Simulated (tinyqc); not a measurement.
Comparisons within one model: electrons shared among three sets of ellipsoidal valleys. A value that a table varies takes the place of the one given here.

F_j(eta) = (1/Gamma(j + 1)) integral_0^infinity x^j dx/(1 + exp(x - eta)), which tends to exp(eta) for eta << 0.

Sets Delta2, Delta4, L: N_i = M_i times N = 2 (m kB T/(4 pi c))^(3/2) with c = hbar^2/2m0, in 1/angstrom^3; times 1e24 for 1/cm^3, m = (ml mt^2)^(1/3); n = sum_i N_i F_1/2((EF - dE_i)/kT), energies from the edge of the first set; mu_drift = sum of share times mobility.

Constants: hbar^2/2m0 = 3.80998211 eV angstrom^2; kB = 8.617333262e-05 eV/K.

Inputs chosen for the exercise (masses and offsets near those of Si; mobilities are free inputs, held fixed; shifted at random, so the results belong to these values and not to a real crystal):

| symbol | value | unit | meaning |
|---|---|---|---|
| dE | (0, 0.075, 0.81) | eV | edges of Delta2, Delta4, L above the first, the first two split by strain |
| M | (2, 4, 4) |  | valleys in each set |
| ml | (0.891, 0.891, 1.692) | m0 | longitudinal masses of Delta2, Delta4, L |
| mt | (0.185, 0.185, 0.1166) | m0 | transverse masses |
| mu | (1500, 890, 580) | cm^2/(V s) | mobility of each set, for current in the plane normal to the Delta2 axis |
| n | 1.4e+19 | 1/cm^3 | total electron density |
| T | 300 | K |  |

## Transfer between valleys with temperature

Offsets, masses and mobilities are held fixed; n is fixed too, so the high values of T stand for hot electrons, not for the lattice.

Populations:

| T (K) | EF (eV) | share Delta2 | share Delta4 | share L | mu_drift |
|---|---|---|---|---|---|
| 77 | 0.0418 | 0.9989 | 0.0011 | 0.0000 | 1499 |
| 150 | 0.0382 | 0.9748 | 0.0252 | 0.0000 | 1485 |
| 300 | 0.0203 | 0.8551 | 0.1449 | 0.0000 | 1412 |
| 450 | -0.0082 | 0.7417 | 0.2583 | 0.0000 | 1342 |
| 600 | -0.0443 | 0.6594 | 0.3406 | 0.0000 | 1292 |
| 900 | -0.1319 | 0.5590 | 0.4410 | 0.0000 | 1231 |
| 1200 | -0.2339 | 0.5034 | 0.4963 | 0.0004 | 1197 |
| 2000 | -0.5521 | 0.4316 | 0.5614 | 0.0069 | 1151 |

The share of Delta2 goes from 0.999 to 0.432 and the mean mobility from 1499 to 1151 cm^2/(V s). Delta2 and Delta4 hold equal numbers between T = 1200 and 2000 K. The share of L is at most 0.0069.

## Transfer between valleys with doping

Parabolic valleys; band tails and gap narrowing are left out.

Populations:

| n (1/cm^3) | EF (eV) | share Delta2 | share Delta4 | share L | mu_drift |
|---|---|---|---|---|---|
| 1.0e+16 | -0.1779 | 0.9009 | 0.0991 | 0.0000 | 1440 |
| 1.0e+17 | -0.1183 | 0.9007 | 0.0993 | 0.0000 | 1439 |
| 1.0e+18 | -0.0580 | 0.8979 | 0.1021 | 0.0000 | 1438 |
| 3.0e+18 | -0.0279 | 0.8916 | 0.1084 | 0.0000 | 1434 |
| 1.0e+19 | 0.0087 | 0.8686 | 0.1314 | 0.0000 | 1420 |
| 3.0e+19 | 0.0502 | 0.8010 | 0.1990 | 0.0000 | 1379 |
| 1.0e+20 | 0.1122 | 0.6373 | 0.3627 | 0.0000 | 1279 |

The share of Delta2 goes from 0.901 to 0.637 and the mean mobility from 1440 to 1279 cm^2/(V s). Delta2 holds more than Delta4 throughout. The share of L is at most 2.9e-13.

## Moving the second set by strain or alloying

The second entry of dE is replaced by the values listed; a negative value puts that set lowest.

Populations:

| offset (eV) | EF (eV) | share Delta2 | share Delta4 | share L | mu_drift |
|---|---|---|---|---|---|
| -0.100 | -0.0990 | 0.0135 | 0.9865 | 0.0000 | 898 |
| -0.050 | -0.0514 | 0.0819 | 0.9181 | 0.0000 | 940 |
| 0.000 | -0.0115 | 0.3333 | 0.6667 | 0.0000 | 1093 |
| 0.025 | 0.0032 | 0.5279 | 0.4721 | 0.0000 | 1212 |
| 0.050 | 0.0137 | 0.7157 | 0.2843 | 0.0000 | 1327 |
| 0.100 | 0.0238 | 0.9356 | 0.0644 | 0.0000 | 1461 |
| 0.150 | 0.0260 | 0.9897 | 0.0103 | 0.0000 | 1494 |
| 0.200 | 0.0263 | 0.9985 | 0.0015 | 0.0000 | 1499 |
| 0.300 | 0.0264 | 1.0000 | 0.0000 | 0.0000 | 1500 |

The share of Delta2 goes from 0.013 to 1.000 and the mean mobility from 898 to 1500 cm^2/(V s). Delta2 and Delta4 hold equal numbers between offset = 0 and 0.025 eV. The share of L is at most 7.5e-14. With Boltzmann statistics the first two sets are equal at kT ln(N_2/N_1) = 0.0179 eV.

## What moves the populations

All else solved anew. Each row changes one parameter from the base and keeps the others.

Results:

| case | EF (eV) | share Delta2 | share Delta4 | share L | mu_drift (cm^2/(V s)) |
|---|---|---|---|---|---|
| base | 0.0203 | 0.8551 | 0.1449 | 0.0000 | 1412 |
| T = 350 K | 0.0118 | 0.8139 | 0.1861 | 0.0000 | 1386 |
| n = 4.2e+19 1/cm^3 | 0.0654 | 0.7636 | 0.2364 | 0.0000 | 1356 |
| dE = (0, 0.06, 0.81) eV | 0.0168 | 0.7786 | 0.2214 | 0.0000 | 1365 |
| mt = (0.185, 0.222, 0.1166) m0 | 0.0193 | 0.8325 | 0.1675 | 0.0000 | 1398 |
| ml = (0.891, 1.0692, 1.692) m0 | 0.0198 | 0.8441 | 0.1559 | 0.0000 | 1405 |
| mu = (1800, 890, 580) cm^2/(V s) | 0.0203 | 0.8551 | 0.1449 | 0.0000 | 1668 |

The largest shifts from the base row, up to three for each result and ties (the steps differ in size, so this ranks the rows, not the parameters). EF (eV): n +0.0451, T -0.0085, dE -0.0035; unchanged at the printed digits by mu. share Delta2: n -0.0914, dE -0.0764, T -0.0412; unchanged at the printed digits by mu. share Delta4: n +0.0914, dE +0.0764, T +0.0412; unchanged at the printed digits by mu. share L: unchanged at the printed digits by T, n, dE, mt, ml and mu. mu_drift (cm^2/(V s)): mu +257, n -56, dE -47.

tinyqc: `OMP_NUM_THREADS=1 python tinyqc.py 1651456 1651457 out.jsonl`; about 0.01 s, one thread, shared Intel(R) Xeon(R) Processor @ 2.30GHz.
